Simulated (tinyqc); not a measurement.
Raising U: Hubbard chain of 6 sites, mean field against exact. Computed by the program tinyqc. Collinear unrestricted mean field (the lowest of 40 random starts) against exact diagonalisation.

one-body matrix (hopping and site energies) (eV):
```
         1        2        3        4        5        6
1  -0.0500  -1.4200   0.0000   0.0000   0.0000   0.0000
2  -1.4200  -0.4100  -1.4200   0.0000   0.0000   0.0000
3   0.0000  -1.4200  -0.0800  -1.4200   0.0000   0.0000
4   0.0000   0.0000  -1.4200   0.4300  -1.4200   0.0000
5   0.0000   0.0000   0.0000  -1.4200  -0.3700  -1.4200
6   0.0000   0.0000   0.0000   0.0000  -1.4200   0.0900
```

electrons, up and down: 3  2

Exact and mean-field results (eV):
```
U            U/t    E exact  E mean field  mean |n_up - n_down|  double occupancy, exact  first gap in the sector
0.7100    0.5000  -9.101842     -9.070589                0.1667                   0.1550                   1.2456
1.4200    1.0000  -8.478675     -8.353985                0.1741                   0.1377                   1.1826
2.8400    2.0000  -7.444098     -6.976387                0.2628                   0.1060                   1.0329
4.2600    3.0000  -6.655245     -5.799998                0.4406                   0.0802                   0.8888
5.6800    4.0000  -6.059055     -4.978808                0.5859                   0.0607                   0.7653
8.5200    6.0000  -5.255971     -4.057361                0.7120                   0.0362                   0.5830
11.3600   8.0000  -4.761122     -3.620962                0.7953                   0.0232                   0.4635
17.0400  12.0000  -4.203321     -3.254420                0.8171                   0.0115                   0.3240
28.4000  20.0000  -3.717937     -3.029885                0.8297                   0.0044                   0.1997
```

What does the comparison show, and why?

In absolute terms mean field is worst at U/t = 6.0, 1.199 eV too high: at small U it is nearly exact, and at large U it still misses the motion of the hole through a fluctuating spin background. Relative to the exact energy its error is 0.3 % at the smallest U, 24 % at most and 19 % at the largest. The double occupancy falls from 0.155 to 0.004.
